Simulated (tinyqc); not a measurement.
Comparisons within one model: density of states of one tight-binding band on the square lattice. A value that a table varies takes the place of the one given here.

E(k) = -2 t (c1 + c2) - 4 t2 c1 c2 with ci = cos(2 pi ki); k in fractions of the reciprocal vectors, mesh k_i = j/N with j = 0 .. N-1. Densities are per cell and per spin, so the band holds one state.

Each square of the mesh is cut along (i, j)-(i+1, j+1) into two triangles. For corner energies e1 <= e2 <= e3 and eij = ei - ej, the share of the triangle below E is n = (E - e1)^2/(e21 e31) for e1 < E < e2 and n = 1 - (e3 - E)^2/(e31 e32) for e2 < E < e3; its density of states is g = dn/dE.

Gaussian broadening: g(E) = mean over the mesh of exp(-(E - E_k)^2/(2 sigma^2))/(sigma sqrt(2 pi)), n(E) = mean of erfc((E_k - E)/(sigma sqrt 2))/2.

Parameters, chosen for this exercise: t = 2.22 eV (nearest hopping); t2 = 0.38 eV (second hopping); N2 = 16 (mesh points along each axis in this comparison); sigma = 1.11 eV (Gaussian width); E = -6.32 eV (energy at which the density is wanted).

## Three ways to the same curve

N = N2 here; the reference is the linear method with N = 240.

g(E) (1/eV):

| E (eV) | reference | linear triangles | Gaussian, sigma | Gaussian, sigma/4 | reference n(E) |
|---|---|---|---|---|---|
| -8.785 | 0.029 | 0.032 | 0.027 | 0.027 | 0.045 |
| -7.170 | 0.032 | 0.033 | 0.033 | 0.027 | 0.095 |
| -5.556 | 0.036 | 0.036 | 0.036 | 0.025 | 0.150 |
| -3.941 | 0.042 | 0.042 | 0.043 | 0.055 | 0.213 |
| -2.327 | 0.050 | 0.049 | 0.051 | 0.034 | 0.286 |
| -0.712 | 0.063 | 0.063 | 0.067 | 0.031 | 0.376 |
| 0.903 | 0.095 | 0.093 | 0.094 | 0.079 | 0.498 |
| 2.517 | 0.088 | 0.087 | 0.092 | 0.048 | 0.683 |
| 4.132 | 0.068 | 0.068 | 0.071 | 0.083 | 0.806 |
| 5.746 | 0.059 | 0.060 | 0.056 | 0.053 | 0.908 |

What can be read from the table?

Root-mean-square errors against the reference: 0.0012 for linear triangles, 0.0024 for sigma and 0.0192 for sigma/4. The narrow Gaussian is worse than the wide one, because it resolves the separate mesh levels. The reference is highest at 0.903 eV of the energies listed, and half filling lies between 0.903 and 2.517 eV.

## Convergence with the mesh

At the energy E; the plain count is the share of mesh points below E; the reference is the linear method with N = 240.

Results:

| N | points | g linear | n linear | g Gaussian | n Gaussian | n plain count |
|---|---|---|---|---|---|---|
| 4 | 16 | 0.0308 | 0.0629 | 0.0214 | 0.0738 | 0.0625 |
| 6 | 36 | 0.0404 | 0.1023 | 0.0405 | 0.1308 | 0.1389 |
| 8 | 64 | 0.0338 | 0.1103 | 0.0268 | 0.1264 | 0.1406 |
| 12 | 144 | 0.0344 | 0.1178 | 0.0338 | 0.1255 | 0.1458 |
| 16 | 256 | 0.0345 | 0.1202 | 0.0347 | 0.1247 | 0.1445 |
| 24 | 576 | 0.0346 | 0.1216 | 0.0346 | 0.1246 | 0.1198 |
| 48 | 2304 | 0.0343 | 0.1227 | 0.0346 | 0.1246 | 0.1272 |

reference n and g: 0.1230  0.0343

What does this show?

The linear n(E) stays within 0.002 of the reference from N = 24 on. The Gaussian g stays within 1 % of its last value from N = 16 on; it tends to the broadened curve, not the true one. At the last mesh it lies 0.000 1/eV from the reference g and the linear g 0.000. The plain count errs by +0.0042 at the last mesh.

## Critical points

The gradient vanishes at these points by symmetry; the signs of the eigenvalues of the second-derivative matrix give the type.

Critical points:

| point | k | E (eV) | positive | negative | type |
|---|---|---|---|---|---|
| Gamma | (0, 0) | -10.4000 | 2 | 0 | minimum |
| X | (0.5, 0) | 1.5200 | 1 | 1 | saddle |
| M | (0.5, 0.5) | 7.3600 | 0 | 2 | maximum |

What does this show?

Gamma is a minimum at -10.400 eV: g has a step there. X is a saddle at 1.520 eV: g diverges logarithmically there. M is a maximum at 7.360 eV: g has a step there.

## What moves the count of states

Linear method and Gaussian sum with N = 48. Each row changes one parameter from the base and keeps the others.

Results:

| case | n linear | g linear (1/eV) | n Gaussian | g Gaussian (1/eV) |
|---|---|---|---|---|
| base | 0.1227 | 0.0343 | 0.1246 | 0.0346 |
| t = 2.442 eV | 0.1414 | 0.0331 | 0.1432 | 0.0334 |
| E = -6.098 eV | 0.1304 | 0.0350 | 0.1323 | 0.0352 |
| sigma = 2.22 eV | 0.1227 | 0.0343 | 0.1303 | 0.0347 |
| t2 = 0.491 eV | 0.1279 | 0.0327 | 0.1297 | 0.0329 |

What can be read from the table?

The largest shifts from the base row, up to three for each result and ties (the steps differ in size, so this ranks the rows, not the parameters). n linear: t +0.0188, E +0.0077, t2 +0.0052; unchanged at the printed digits by sigma. g linear (1/eV): t2 -0.0016, t -0.0012, E +0.0007; unchanged at the printed digits by sigma. n Gaussian: t +0.0186, E +0.0077, sigma +0.0058. g Gaussian (1/eV): t2 -0.0017, t -0.0012, E +0.0006.

tinyqc: `OMP_NUM_THREADS=1 python tinyqc.py 1681193 1681194 out.jsonl`; about 0.08 s, one thread, shared Intel(R) Xeon(R) Processor @ 2.30GHz.
